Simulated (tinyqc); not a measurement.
Inside a calculation. Model: surface photovoltage measurement of the minority-carrier diffusion length in a wafer. Computed by tinyqc, a small Python program that keeps every step. Command: `OMP_NUM_THREADS=1 python tinyqc.py 3130507 3130508 out.jsonl spv walk`. One thread of a shared host (Intel(R) Xeon(R) Processor @ 2.30GHz), about 0.01 s of CPU time with the checks. Intermediate numbers are printed to about 6 digits and carried at full precision; extremes and crossings named in words are read from the listed rows.

Low injection, steady light, a depletion layer much thinner than 1/alpha and L. The excess density dn is taken at the front edge of the neutral region; light that reaches the back is lost.

Inputs (values chosen for the exercise, modelled on p-type silicon at room temperature):
```
quantity,value,unit
diffusion length L,260,micrometre
wafer thickness W,300,micrometre
diffusivity D,26.6,cm^2/s
front recombination velocity S_f,120,cm/s
back recombination velocity S_b,940000,cm/s
photon flux entering,4.5e+12,1/(cm^2 s)
minority density at the surface barrier scale n_0,3.2e+10,1/cm^3
temperature T,298,K
wavelength,906,nm
relative noise of each reading,0,%
diffusion length after pair splitting over L,0.84,-
iron factor C,1.04e+16,micrometre^2/cm^3
```

Constants: k_B = 8.617333262e-05 eV/K.

## One wavelength

alpha = (84.732/lambda - 76.417)^2 per cm with lambda in micrometre (an empirical fit for silicon between 0.7 and 1.05 micrometre). Thick wafer: dn = Phi L/((S_f + D/L)(L + 1/alpha)). Finite wafer, with s = S_b L/D, w = W/L, a = alpha L: dn = [Phi a/(a^2 - 1)] [a - B - exp(-alpha W)(a - s)/(cosh w + s sinh w)]/(S_f + B D/L), B = (sinh w + s cosh w)/(cosh w + s sinh w). Photovoltage V = (k_B T/e) ln(1 + dn/n_0). Lifetime = L^2/D.

alpha = 292.621 1/cm

penetration depth 1/alpha = 34.1739 micrometre

dn, thick wafer = 3.47942e+09 1/cm^3

B = 1.22043

dn, finite wafer = 2.80918e+09 1/cm^3

photovoltage V = 2.16082 mV

lifetime = 25.4135 microsecond

## The linear plot

normal deviates g for the noise: [-1.54, 0.74, -0.01, 1.39, -0.02, -1.20, 1.54]

Readings y = (Phi/dn) (1 + noise x g) at 780, 830, 880, 920, 950, 975 and 995 nm; a least-squares line y = c (1/alpha + L_app) gives L_app = intercept/slope.

Readings:
```
lambda (nm),1/alpha (micrometre),y (cm/s),line (cm/s)
780,9.636,1431.47,1411.76
830,15.176,1468.55,1457.08
880,25.330,1538.53,1540.15
920,40.658,1649.89,1665.54
950,61.278,1811.37,1834.24
975,90.917,2063.17,2076.71
995,130.888,2426.21,2403.70
```

slope = 8.18088 cm/(s micrometre)

apparent length L_app = 162.932 micrometre

error of L_app (rounded to 0.001) = -37.334 %

Without noise the error would be -37.3 %, from the finite thickness at W/L = 1.2. S_f scales all readings alike and leaves L_app unchanged.

## Where the wafer is too thin

No noise; L is varied at fixed W, and the last two columns set S_b to 0 and to 1e7 cm/s.

Apparent length (micrometre):
```
L,W/L,given S_b,S_b = 0,S_b = 1e7
15,20.0000,15.000,15.000,15.000
30,10.0000,29.999,30.000,29.999
60,5.0000,59.706,60.124,59.704
90,3.3333,87.139,91.495,87.127
150,2.0000,127.807,163.544,127.751
240,1.2500,158.903,292.811,158.785
390,0.7692,177.763,510.881,177.595
630,0.4762,186.413,759.673,186.219
1200,0.2500,190.656,993.410,190.449
```

With a fast back surface L_app levels off, at 190 micrometre in the last row; with a passive one it reaches up to 1.31 times L among these rows and is 993 in the last. All three columns are within 5 % of L down to W/L = 3.3.

## Iron from two lengths

Splitting iron-boron pairs in boron-doped silicon shortens L; with nothing else changing, [Fe] = C (1/L_after^2 - 1/L^2). It is evaluated with the true lengths and with the apparent ones (without noise), which differ when the wafer is not thick against L.

L_after = 218.4 micrometre

[Fe] from the true lengths = 6.41898e+10 1/cm^3

[Fe] from the apparent lengths = 4.87524e+10 1/cm^3

bias, apparent over true less 1 (rounded to 0.001) = -24.05 %

Checks made by the program: dn against a finite-difference solution (relative difference 5e-07).
